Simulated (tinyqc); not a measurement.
Self-consistent Fermi level with native defects, at growth and after a quench: one step, computed by the program tinyqc.

Energies are counted from the top of the valence band (VBM); when the gap shrinks with temperature the conduction band moves and the levels stay. The added dopant is taken as fully ionised. D and A draw on one reservoir with opposite signs, as the two vacancies of a compound do.

Task: Equilibrium at growth. n = N_c F_1/2((E_F - E_g)/k_B T), p = N_v F_1/2(-E_F/k_B T). F_1/2(eta) = (2/sqrt(pi)) int_0^infinity sqrt(x)/(1 + exp(x - eta)) dx, by the trapezoid rule in t = sqrt(x) with step 0.02 up to t = 12 (for eta < -12 by exp(eta) - exp(2 eta)/2^(3/2)). In equilibrium c_q = N_s exp(-(E_f(q, 0) + q E_F)/k_B T). Net charge = p - n + sum q c_q + N_X; the log ratio is ln(positive charge/negative charge). E_F is the root of the log ratio, by 50 bisections between -0.5 eV and E_g + 0.5 eV.

Inputs (values chosen for the exercise, for a model semiconductor): site density N_s = 3.3e+22 cm^-3; dopant density N_X = 1e+16 cm^-3; growth temperature T_g = 1270 K.

Added shallow dopant: donor.

E_g(T_g) = 2.5371 eV

N_c(T_g) = 1.425175e+19 cm^-3

N_v(T_g) = 5.103460e+20 cm^-3

k_B T_g = 0.1094401 eV

E_f(q, E_F = 0) (eV): D(+2) -1.346, D(+1) -0.256, D(0) 0.854, A(0) 2.967, A(-1) 3.191, A(-2) 3.600, A(-3) 5.270

Give: E_F at growth; n at growth; p at growth; Defects at growth; total D; total A.

Result:

E_F at growth = 1.271 eV

n at growth = 1.343e+14 cm^-3

p at growth = 4.630e+15 cm^-3

Defects at growth:
```
state,E_f (eV),c (cm^-3)
D(+2),1.195,5.962e+17
D(+1),1.015,3.106e+18
D(0),0.854,1.348e+19
A(0),2.967,5.552e+10
A(-1),1.920,7.903e+14
A(-2),1.059,2.075e+18
A(-3),1.458,5.397e+16
```

total D = 1.718e+19 cm^-3

total A = 2.130e+18 cm^-3

The largest part of the positive charge comes from charged D (100 %) and that of the negative charge from charged A (100 %).
